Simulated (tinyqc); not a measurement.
# On-chip interconnect, size-dependent resistivity and RC delay: delay against the liner thickness

A rectangular line between two neighbours and two ground planes. Surface and grain-boundary scattering are added to the bulk resistivity as corrections; capacitances are parallel-plate values without fringing; inductance is ignored.

Metal width x = wd - 2 tl, height y = AR wd - tl; grain boundaries (Mayadas-Shatzkes): al = (lam/(gr x)) Rg/(1 - Rg), g = 1/[1 - 3 al/2 + 3 al^2 - 3 al^3 ln(1 + 1/al)] - 1; surfaces (Fuchs-Sondheimer, thick limit): s = (3/8) lam (1 - ps)(1/x + 1/y); rho = rho0 (1 + g + s); r = rho/(x y); c = eps0 ek (2 wd/hd + 2 Mf AR wd/sp). Elmore delay tE = Rd (c Lw + Cl) + r Lw (c Lw/2 + Cl); t50 is the time at which the far end of a ladder of 30 pi sections (half capacitances at both ends, Cl at the far end, a step applied through Rd) reaches half the step; line share r Lw/(Rd + r Lw); estimate 0.69 Rd (c Lw + Cl) + 0.38 r c Lw^2 + 0.69 r Lw Cl.

Inputs (values chosen for the exercise); metal values close to those of cobalt: bulk resistivity rho0 = 6.29 uohm cm; bulk mean free path lam = 11.7 nm; specular share of surface scattering ps = 0; reflection coefficient of grain boundaries Rg = 0.2; grain size over the metal width gr = 1.5; drawn line width wd = 19 nm; aspect ratio, height over width AR = 1.3; space to the neighbouring lines sp = 38 nm; dielectric height to the planes above and below hd = 43 nm; relative permittivity of the dielectric ek = 3.9; Miller factor of the neighbours Mf = 0; line length Lw = 100 um; driver resistance Rd = 760 ohm; load capacitance Cl = 0.46 fF.

Constants: eps0 = 8.8541878128e-12 F/m. Results are converted to the units shown.

The same in every row: c (fF/um) = 0.03052.

Delay against the liner thickness:
```
tl (nm)  rho (uohm cm)  r (ohm/um)  tE (ps)  t50 (ps)  estimate (ps)  line share of the resistance (%)
0                9.800       208.8    44.14     33.27          32.68                             96.49
0.6              9.988       232.8    48.90     36.86          36.23                             96.84
1.1              10.16       256.3    53.57     40.38          39.70                             97.12
1.7              10.40       289.8    60.23     45.40          44.65                             97.44
2.3              10.67       330.9    68.37     51.54          50.71                             97.75
2.9              10.99       381.9    78.51     59.18          58.25                             98.05
3.4              11.30       434.8    89.01     67.09          66.06                             98.28
4                11.74       515.5    105.0     79.17          77.97                             98.55
```

Read the table: what changes, and by how much?

As tl goes from 0 to 4, r rises from 209 to 515 ohm/um, c stays at 0.0305 fF/um and t50 rises from 33.3 to 79.2 ps. t50/tE stays at 0.754, and the estimate is within 1.8 % of t50.

Program tinyqc, `OMP_NUM_THREADS=1 python tinyqc.py 2100104 2100105 out.jsonl`; Intel Xeon 2.30GHz, shared host, one thread, about 0.01 s.
